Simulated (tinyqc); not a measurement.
# Changing the growth time t

Model: liquidus of a compound AB in a simple-solution melt, liquid-phase epitaxy and vapour pressures. Computed by tinyqc, a small Python program. Command: `OMP_NUM_THREADS=1 python tinyqc.py 3001785 3001786 out.jsonl liq35 sweep`. One thread of a shared host (Intel(R) Xeon(R) Processor @ 2.30GHz), about 0.02 s of CPU time with the checks.

x is the atom fraction of B in the melt. The melt is a simple solution: R T ln gamma_B = W (1 - x)^2, R T ln gamma_A = W x^2, W = a + b T. The solid AB is stoichiometric.

Inputs (values chosen for the exercise, modelled on GaSb for the melt):
```
quantity                        value       unit
melting point T_F                 983          K
entropy of fusion S_F              67  J/(mol K)
interaction a                    20.2     kJ/mol
interaction slope b               -25  J/(mol K)
saturation temperature T          824          K
step dT                           7.7          K
cooling rate c                   0.11      K/min
diffusivity in the melt D     5.5e-05     cm^2/s
molar volume of the melt V_L     12.7   cm^3/mol
lattice constant a0             6.096   angstrom
melt depth w                      8.8         mm
```

Growth programme: step cooling.

Constants: R = 8.314462618 J/(mol K); N_A = 6.02214076e+23 1/mol; k_B = 8.617333262e-05 eV/K.

Method:
- Liquidus (Vieland): f(x) = R T ln[4 x (1 - x)] + 2 W (1/2 - x)^2 + S_F (T_F - T) = 0.
- Newton steps with f' = (1 - 2x)[R T/(x (1 - x)) - 2 W], from the dilute estimate x = (1/4) exp[-(S_F (T_F - T) + W/2)/(R T)]; stop below 1e-13; f under 1e-6 shown as 0.
- dx/dT = -(df/dT)/f', df/dT = R ln[4 x (1 - x)] + 2 b (1/2 - x)^2 - S_F, f' = (1 - 2x)[R T/(x (1 - x)) - 2 W]. Concentrations: C_L = x N_A/V_L in the melt, C_S = 4/a0^3 in the solid; m = dT/dC_L.
- Semi-infinite melt (Hsieh): step d = 2 dT sqrt(D t/pi)/(C_S m); ramp d = (4/3) c sqrt(D/pi) t^(3/2)/(C_S m); supercooling is their sum. A melt of depth w can give at most w (undercooling)/(C_S m).

One run for each value:
```
growth time t (min)  thickness d (micrometre)  largest thickness from this melt (micrometre)  sqrt(D t)/w
0.1                                      3.36                                          144.2       0.0206
0.22                                     4.98                                          144.2       0.0306
0.49                                     7.44                                          144.2       0.0457
1.1                                     11.14                                          144.2       0.0685
2.4                                     16.45                                          144.2       0.1011
5.4                                     24.68                                          144.2       0.1517
12                                      36.79                                          144.2       0.2261
27                                      55.19                                          144.2       0.3392
60                                      82.27                                          144.2       0.5056
```

Over the rows, thickness d (micrometre) rises from 3.36 to 82.3 (exponent d ln y / d ln x about 0.50 throughout); largest thickness from this melt (micrometre) does not change; sqrt(D t)/w rises from 0.0206 to 0.506 (exponent d ln y / d ln x about 0.50 throughout). The exponent of thickness d stays at 0.50: step cooling.

Caution (rows 60.0): the diffusion length nears the melt depth, so the semi-infinite formula overstates the thickness.

Extremes, crossings and ranges named in words are read from the listed rows.
